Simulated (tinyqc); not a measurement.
Inside a calculation. Model: X-ray reflectivity of a thin film on silicon: critical angles, Parratt recursion, fringes and roughness. Computed by tinyqc, a small Python program that keeps every step. Command: `OMP_NUM_THREADS=1 python tinyqc.py 3120373 3120374 out.jsonl xrr walk`. One thread of a shared host (Intel(R) Xeon(R) Processor @ 2.30GHz), about 0.01 s of CPU time with the checks. Intermediate numbers are printed to about 6 digits and carried at full precision; extremes and crossings named in words are read from the listed rows.

n = 1 - delta + i beta; the classical electron radius is r_e = 2.8179403e-6 nm. Layer 0 is vacuum, 1 the film, 2 the substrate.

Inputs (values chosen for the exercise, modelled on copper on silicon, copper K-alpha radiation):

| quantity | value | unit |
|---|---|---|
| wavelength lambda | 0.15406 | nm |
| film density rho | 9.11 | g/cm^3 |
| effective electrons per unit mass, film | 0.455 | mol/g |
| beta/delta, film | 0.024 | - |
| film thickness d | 28 | nm |
| roughness of the surface sigma_1 | 0.64 | nm |
| roughness of the interface sigma_2 | 0.23 | nm |
| substrate density | 2.33 | g/cm^3 |
| effective electrons per unit mass, substrate | 0.507 | mol/g |
| beta/delta, substrate | 0.023 | - |
| grazing angle theta | 0.904 | degrees |

Constants: N_A = 6.02214076e+23 1/mol.

## Optical constants

delta = r_e lambda^2 rho_e/(2 pi), rho_e = density x electrons per mass x N_A; critical angle sqrt(2 delta), q_c = 4 sqrt(pi r_e rho_e).

Constants:

| layer | rho_e (1/nm^3) | delta | beta | critical angle (degrees) | q_c (1/nm) |
|---|---|---|---|---|---|
| film | 2496.21 | 2.65713e-05 | 6.37711e-07 | 0.417680 | 0.594622 |
| substrate | 711.40 | 7.57263e-06 | 1.74170e-07 | 0.222977 | 0.317437 |

The film is denser in electrons than the substrate; X-rays tunnel through a film of a few nanometres, so the edge of total reflection moves to the value of the film only as it thickens.

## Critical angle of the film

The formulas are those given above.

critical angle of the film = 0.417680 degrees

## Reflectivity at one angle

k_j = (2 pi/lambda) sqrt(sin^2 theta - 2 delta_j + 2 i beta_j); r_ij = (k_i - k_j)/(k_i + k_j) x exp(-2 k_i k_j sigma^2) (Nevot-Croce); r = (r_01 + r_12 p)/(1 + r_01 r_12 p), p = exp(2 i k_1 d); R = |r|^2.

k_0, k_1, k_2 (1/nm): 0.643454  0.570651+0.001859i  0.623572+0.000465i

1000 r_01 = 44.3840-1.2447i

1000 r_12 = -42.6740+1.2138i

p = 0.772660+0.463738i

reflectivity R = 5.23140e-04

q = 4 pi sin(theta)/lambda = 1.28691 1/nm

## Fringe period, contrast and decay

Far above the critical angle the period is d theta = lambda/(2 d), or 2 pi/d in q; the envelope runs between (|r_01| - |r_12 p|)^2 and (|r_01| + |r_12 p|)^2; contrast = 2 a b/(a^2 + b^2) with a = |r_01|, b = |r_12 p|; roughness factors on the amplitudes are about exp(-q^2 sigma^2/2).

period in theta = 0.157625 degrees

period in q = 0.224399 1/nm

contrast = 0.989810

roughness factor, surface = 0.712357

roughness factor, interface = 0.957141

## Thickness from the minima

Minima of R theta^4 are located on 6001 points over 7.5 periods, from 1.15 times the larger critical angle. With refraction, sin^2(theta_m) = 2 delta + m^2 (lambda/(2 d))^2, m integer or half-integer; the first six minima are used, and the first order is the one that minimises the largest residual of the least-squares line plus the distance of its intercept from 2 delta. Without refraction, d = lambda/(2 x mean step of sin theta).

Minima:

| order m | theta (degrees) | sin^2 theta |
|---|---|---|
| 2 | 0.52348 | 8.34730e-05 |
| 3 | 0.63106 | 1.21305e-04 |
| 4 | 0.75637 | 1.74261e-04 |
| 5 | 0.89213 | 2.42422e-04 |
| 6 | 1.03399 | 3.25641e-04 |
| 7 | 1.17979 | 4.23940e-04 |

d with refraction = 28.0035 nm

d without refraction = 33.6274 nm

Against d = 28 nm the errors are +0.01 % with and +20.10 % without refraction. The orders are integers, as r_01 and r_12 have opposite signs for a film denser than the substrate.

## Which roughness does what

R is averaged over one period above each angle (64 points); contrast = (max - min)/(max + min) of R theta^4 over that period. Cases: smooth; only sigma_1; only sigma_2; both.

Mean R and contrast:

| theta (degrees) | R smooth | contrast | R, sigma_1 | contrast, sigma_1 | R, sigma_2 | contrast, sigma_2 | R, both | contrast, both |
|---|---|---|---|---|---|---|---|---|
| 0.8 | 7.00392e-03 | 0.923885 | 5.05455e-03 | 0.993121 | 6.85868e-03 | 0.911333 | 4.91277e-03 | 0.988768 |
| 1.2 | 1.20807e-03 | 0.929957 | 6.24824e-04 | 0.957666 | 1.15297e-03 | 0.898211 | 5.68742e-04 | 0.978366 |
| 1.8 | 2.41349e-04 | 0.934270 | 8.79788e-05 | 0.597047 | 2.18022e-04 | 0.859486 | 6.43865e-05 | 0.696517 |
| 2.5 | 6.48157e-05 | 0.936691 | 2.14425e-05 | 0.182982 | 5.41685e-05 | 0.789349 | 1.07146e-05 | 0.264539 |
| 3.5 | 1.76010e-05 | 0.939078 | 5.79273e-06 | 0.016700 | 1.33195e-05 | 0.629330 | 1.49259e-06 | 0.061474 |

At 2.5 degrees sigma_1 alone multiplies the mean R by 0.33 and sigma_2 alone by 0.84; the contrast goes from 0.94 (smooth) to 0.18 and 0.79.

Checks made by the program: smooth bare substrate far above q_c against (q_c/2q)^4 (relative difference 1e-03).
